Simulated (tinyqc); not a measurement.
# Resistance of a tapered via with liner, size effect and interface: what changes with what

A round via whose diameter grows from db at the bottom as D(z) = db + 2 z/tan(ang). The fill, of diameter D - 2 tl, starts above the bottom liner (thickness fb tl) and has rho = rho0 (1 + ks lam/(D - 2 tl)); the sidewall liner conducts in parallel with it. The bottom liner and the interface are crossed over the full area pi db^2/4. Spreading in the lines above and below is left out.

Inputs (values chosen for the exercise); fill metal close to cobalt: diameter at the bottom db = 10 nm; height hv = 13 nm; sidewall angle ang = 88 degrees; bulk resistivity of the fill rho0 = 6.21 uohm cm; mean free path of the fill lam = 11.9 nm; size-effect factor ks = 1.6; liner on the sidewall tl = 1.2 nm; liner at the bottom over that on the sidewall fb = 0.5; resistivity of the liner rl = 170 uohm cm; interface resistivity at the bottom ri = 1.9e-12 ohm cm^2; ballistic conductance per area, about 3/(4 rho0 lam) Sb = 1e15 S/m^2; bulk resistivity of the second fill (close to tungsten) rho2 = 5.38 uohm cm; its mean free path lam2 = 15.4 nm; its liner tl2 = 2.5 nm.

Each table varies one quantity; the others keep the values above.

## Via resistance against the diameter at the bottom

Slices between z0 = fb tl and hv, evaluated at their midpoints: conductance per length pi/4 [(D - 2 tl)^2/rho + (D^2 - (D - 2 tl)^2)/rl], slice resistance = slice height over that. 2000 slices. R_fill = sum of the slices; R_bottom = rl fb tl/(pi db^2/4); R_interface = ri/(pi db^2/4); ballistic (Sharvin) limit 1/(Sb pi (db - 2 tl)^2/4); ideal cylinder rho0 hv/(pi db^2/4).

Via resistance against the diameter at the bottom:
```
db (nm),R_fill (ohm),R_bottom (ohm),R_interface (ohm),R (ohm),ballistic limit (ohm),R over ideal cylinder,largest part
6,257.9,36.08,6.720,300.7,98.24,10.53,fill
8.3,85.67,18.85,3.512,108.0,36.58,7.240,fill
11,34.66,10.73,1.999,47.39,17.22,5.579,fill
16,11.30,5.073,0.9450,17.32,6.884,4.313,fill
22,4.659,2.683,0.4998,7.843,3.314,3.693,fill
30,2.066,1.443,0.2688,3.777,1.671,3.307,fill
42,0.8947,0.7362,0.1371,1.768,0.8119,3.034,fill
58,0.4159,0.3861,0.07191,0.8739,0.4119,2.860,fill
80,0.1995,0.2029,0.03780,0.4402,0.2114,2.741,bottom liner
```

What does the table show?

R falls from 301 to 0.440 ohm. The fill is the largest part at db = 6, the bottom liner from 80 on. R goes as db^(-3.16) between the first two rows and db^(-2.13) between the last two; area alone gives -2. For db = 16, 22, 30, 42, 58, 80 the ballistic limit exceeds half of R_fill, so the diffusive model understates R.

## Via resistance against the height

Same model as above.

2000 slices.

The same in every row: R_bottom (ohm) = 12.99; R_interface (ohm) = 2.419; ballistic limit (ohm) = 22.04.

Results:
```
hv (nm),R_fill (ohm),R (ohm),R over ideal cylinder,largest part
6,21.97,37.38,7.878,fill
8.7,31.99,47.40,6.890,fill
13,46.79,62.20,6.051,fill
26,84.33,99.74,4.852,fill
38,111.6,127.0,4.227,fill
55,141.7,157.1,3.614,fill
80,173.9,189.3,2.993,fill
```

Estimate the missing row, hv = 18 nm.

Computed row:
```
hv (nm),R_fill (ohm),R (ohm),R over ideal cylinder,largest part
18,62.40,77.81,5.467,fill
```

With this row back in the table: R rises from 37.4 to 189 ohm. The fill is the largest part at hv = 6 and in all other rows. The share of the two bottom terms goes from 41.2 to 8.14 %. For hv = 6, 8.7 the ballistic limit exceeds half of R_fill, so the diffusive model understates R.

## Two fill metals against the diameter

2000 slices. R_fill = sum of the slices; R_bottom = rl fb tl/(pi db^2/4); R_interface = ri/(pi db^2/4). The second fill has rho2, lam2 and tl2 in place of rho0, lam and tl.

Results:
```
db (nm),"R, first fill (ohm)","R, second fill (ohm)",ratio second/first
8.5,100.51,229.74,2.2857
12,37.200,70.098,1.8844
17,14.836,24.266,1.6356
24,6.3665,9.7224,1.5271
49,1.2598,1.8520,1.4701
70,0.58426,0.85799,1.4685
100,0.27552,0.40531,1.4711
```

Estimate the missing row, db = 35 nm.

Computed row:
```
db (nm),"R, first fill (ohm)","R, second fill (ohm)",ratio second/first
35,2.6580,3.9399,1.4823
```

With this row back in the table: The ratio goes from 2.29 to 1.47. The first fill gives the lower R in every row.

Computed by the program tinyqc: `OMP_NUM_THREADS=1 python tinyqc.py 2750091 2750092 out.jsonl`, one thread of a shared Intel Xeon 2.30GHz, about 0.01 s for the whole run.
